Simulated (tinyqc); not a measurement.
Tight binding, kagome lattice, step by step. One step of it, computed by the program tinyqc.

Question. Bloch Hamiltonian at k. H_AB = -t1 - t2 exp(-i k.a1), H_AC = -t1 - t2 exp(-i k.a2), H_BC = -t1 - t2 exp(i k.(a1 - a2)), H_CC = delta.

Parameters chosen for this model:

| parameter | value | unit |
|---|---|---|
| t1 | 1.910000 | eV, up triangles |
| t2 | 1.910000 | eV, down triangles |
| delta | 0.400000 | eV on site C |

k point k (fractions of the reciprocal vectors): -0.290000  0.080000

Give: H(k) at k.

Answer.

H(k) at k (eV), lower triangle (Hermitian):
```
                 A                B       C
A           0.0000
B  -1.4350+1.8500i           0.0000
C  -3.5837-0.9201i  -0.6025-1.3923i  0.4000
```
